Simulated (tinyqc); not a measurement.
Ferroelectric hysteresis, discrete Preisach model: First-order reversal: partial erase after a full write.

36 bistable elements (j, k) switch to +1 when V reaches u_j and to -1 when V falls to -u_k, and keep their state between. P = Ps sum w_jk s_jk. All elements start at -1. No time dependence and no dielectric part.

w_jk is proportional to exp[-(a_j^2 + a_k^2 - 2 cr a_j a_k)/(2 (1 - cr^2))], a_j = (u_j - Vc)/sg, and the weights sum to one. Sequence: +3.6 V, then -Vr (state P1), then +Vr (state P2), then -Vr again (P3).

Inputs (values chosen for the exercise):
```
symbol,value,unit,meaning
Ps,18,uC/cm^2,saturation polarisation
Vc,1.9,V,mean coercive voltage
sg,0.76,V,spread of the switching voltages
up,"[0.3, 0.9, 1.5, 2.1, 2.7, 3.3]",V,list of the u_j
cr,0.5,,correlation of up and down voltages
```

First-order reversal: partial erase after a full write:
```
Vr (V)  P1 (uC/cm^2)  P2 (uC/cm^2)  P3 (uC/cm^2)
0              18.00         18.00         18.00
0.6            16.78         17.00         16.78
1.2            11.93         14.38         11.93
1.8             1.81         12.09          1.81
2.4            -9.40         13.42         -9.40
3             -15.98         16.42        -15.98
3.6           -18.00         18.00        -18.00
```

P1 falls from 18.0 to -18.0 uC/cm^2; the largest single drop, 11.2 uC/cm^2, comes between Vr = 1.8 and 2.4 V. P3 equals P1 in every row: a minor loop closes on itself (return-point memory). The height P2 - P1 of the minor loop goes from 0.221 uC/cm^2 at Vr = 0.6 V to 36.0 at full amplitude.

Program tinyqc, `OMP_NUM_THREADS=1 python tinyqc.py 2860136 2860137 out.jsonl`; Intel Xeon 2.30GHz, shared host, one thread, about 0.01 s.
